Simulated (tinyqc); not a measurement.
# From one set of inputs to another, one input at a time

Model: solid solubility of a dopant against its melt (retrograde solidus), clustering and the electrically active fraction. Computed by tinyqc, a small Python program. Command: `OMP_NUM_THREADS=1 python tinyqc.py 3026507 3026508 out.jsonl retro ladder`. One thread of a shared host (Intel(R) Xeon(R) Processor @ 2.30GHz), about 0.04 s of CPU time with the checks.

The inputs printed are set A. Inputs not listed in the table keep their values of set A, so the rows need not describe a real material.

Inputs (values chosen for the exercise, for a model dopant): melting point of the host T_m = 1687 K; heat of melting of the host H_f = 50.2 kJ/mol; interaction L of the melt = 9.7 kJ/mol; enthalpy of transfer from melt to solid H = 0.865 eV; entropy of transfer S = -3.96 k_B; site density N0 = 5e+22 1/cm^3; temperature T = 1140 K; total dopant density N_t = 2.1e+20 1/cm^3; atoms per cluster m = 4; cluster scale N* at 1273 K = 2e+20 1/cm^3; activation energy E_b of the cluster scale = 0.46 eV; anneal temperature T_a = 1275 K; mobility mu = 80 cm^2/(V s).

Clustering: clusters of m atoms, electrons left out.

Constants: R = 8.314462618 J/(mol K); k_B = 8.617333262e-05 eV/K; e = 1.602176634e-19 C; N_A = 6.02214076e+23 1/mol.

Method:
- x_l and x_s are atom fractions of the dopant in melt and solid; the solid is dilute. Liquidus of the host: R T ln(1 - x_l) + L x_l^2 = -H_f (1 - T/T_m). Distribution: k = x_s/x_l = exp[L (1 - x_l)^2/(R T)] exp(S/k_B - H/(k_B T)), the first factor being the activity coefficient in the melt. Solubility = x_s N0; at T_m x_l = 0.
- The largest x_s N0 between 900 K and T_m. For an ideal melt with constant heats the maximum has x_l = H_f/(H + H_f), H in the same units.
- A highly soluble donor (another dopant than that of the solidus) is limited by clustering. Donors N_a are active, and clusters hold m atoms each: N_t = N_a + m C, m C = N* (N_a/N*)^m, with N*(T) = N*(1273 K) exp[-(E_b/k_B)(1/T - 1/1273)]. Resistivity = 1/(e mu N_a).

Each row keeps all changes above it:
```
input moved                                         from       to  distribution coefficient k  temperature of the maximum (K)  active density N_a (1/cm^3)
set A                                                  -        -                  2.8750e-06                          1524.7                   1.4923e+20
total dopant density N_t (1/cm^3)                2.1e+20  1.6e+21                  2.8750e-06                          1524.7                   3.1970e+20
anneal temperature T_a (K)                          1275     1200                  2.8750e-06                          1524.7                   2.6547e+20
activation energy E_b of the cluster scale (eV)     0.46     0.48                  2.8750e-06                          1524.7                   2.6337e+20
temperature T (K)                                   1140     1150                  3.1060e-06                          1524.7                   2.6337e+20
entropy of transfer S (k_B)                        -3.96    -0.84                  7.0339e-05                          1524.7                   2.6337e+20
enthalpy of transfer from melt to solid H (eV)     0.865    0.635                  7.1639e-04                          1493.2                   2.6337e+20
cluster scale N* at 1273 K (1/cm^3)                2e+20  1.7e+20                  7.1639e-04                          1493.2                   2.3440e+20
```

Distribution coefficient k goes from 2.87e-6 to 7.16e-4, a factor 249 in all. The largest single move comes from entropy of transfer S (a factor 22.6). Temperature of the maximum goes from 1520 to 1490, a factor 0.9793 in all. The largest single move comes from enthalpy of transfer from melt to solid H (a factor 0.9793). Active density N_a goes from 1.49e20 to 2.34e20, a factor 1.57 in all. The largest single move comes from total dopant density N_t (a factor 2.14), and anneal temperature T_a works against it (a factor 0.830). The single moves hold for this order of the switches; the total does not depend on the order.

Caution (all rows): this clustering law is a generic form; degeneracy and a doping-dependent mobility are left out.

Extremes, crossings and ranges named in words are read from the listed rows.
